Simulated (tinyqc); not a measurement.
Landau levels of a non-parabolic (Kane) conduction band at kz = 0, step by step. Values are carried at full precision from step to step, so a last printed digit may differ when a step is redone from the rounded ones.

In a field B along z: l = 1/sqrt((e/hbar) B) is the magnetic length, n_B = B/(h/e) the number of states per area in one level, hbar wc = 2 muB B/m for mass m in m0; 1/angstrom^2 = 1e16/cm^2.

Constants: e/hbar = 1.519267448e-05 1/(T angstrom^2); h/e = 413566.7697 T angstrom^2; muB = 5.788381798e-05 eV/T; e^2/h = 3.874045865e-05 S.

Values chosen for the exercise (near those of InSb; not measured data):
- B = 3.7 T (magnetic field)
- n = 5.8 x 1e11/cm^2 (electron sheet density)
- Eg = 0.23 eV (gap)
- Dso = 0.764 eV (spin-orbit splitting)
- Ep = 23.6 eV (Kane energy)

## Scales set by the field

Give l, n_B and the filling factor nu = n/n_B.

l = 133.38 angstrom
n_B = 0.8947 x 1e11/cm^2
nu = 6.483

## The lowest levels

Three-level Kane model: E = (N + 1/2) 2 muB B/m(E) + s g(E) muB B, s = +/-1/2, with 1/m(E) = 1 + (Ep/3)(2/(E + Eg) + 1/(E + Eg + Dso)) and g(E) = 2 - (2 Ep/3)(1/(E + Eg) - 1/(E + Eg + Dso)); E from the band edge, solved self-consistently; remote bands are left out, and so is the confinement energy of a real sheet, which raises m and lowers |g|.

List the eight lowest, in meV, with the gap to the next.

Levels:
```
label  E (meV)  gap above (meV)
0+      10.779            9.422
0-      20.201           18.528
1+      38.730            7.615
1-      46.345           16.318
2+      62.663            6.485
2-      69.148           14.828
3+      83.975            5.695
3-      89.670           13.732
```

The largest of these gaps, 18.53 meV, first occurs above level 0- and is kB T at 215 K.

## Where EF lies

Each listed level takes n_B electrons. At zero temperature and without broadening EF sits in the partly filled level.

Fill the listed levels in order up to nu; give the partly filled level, its energy and its filled share.

level: 3+

EF = 83.975 meV
filled share = 0.483

## Fields of the Hall plateaus

A plateau is centred where nu = n/n_B equals 1, 2, 3, 4, 5, 6; there rho_xy = h/(nu e^2).

Plateaus:
```
nu   B (T)  1/B (1/T)  rho_xy (kohm)
1   23.987     0.0417        25.8128
2   11.993     0.0834        12.9064
3    7.996     0.1251         8.6043
4    5.997     0.1668         6.4532
5    4.797     0.2084         5.1626
6    3.998     0.2501         4.3021
```

The order of the levels can change with B, but these counts hold wherever the levels are resolved.

## Checks

- Mean of the two lowest levels at 1e-4 T against muB B/m(0), as a ratio: both 1.0000.

Computed by tinyqc, a small Python program: `OMP_NUM_THREADS=1 python tinyqc.py 1280480 1280481 out.jsonl` (the numbers bound the seed that draws the inputs); one thread of a shared host (Intel(R) Xeon(R) Processor @ 2.30GHz), about 0.08 s for the whole set of steps.
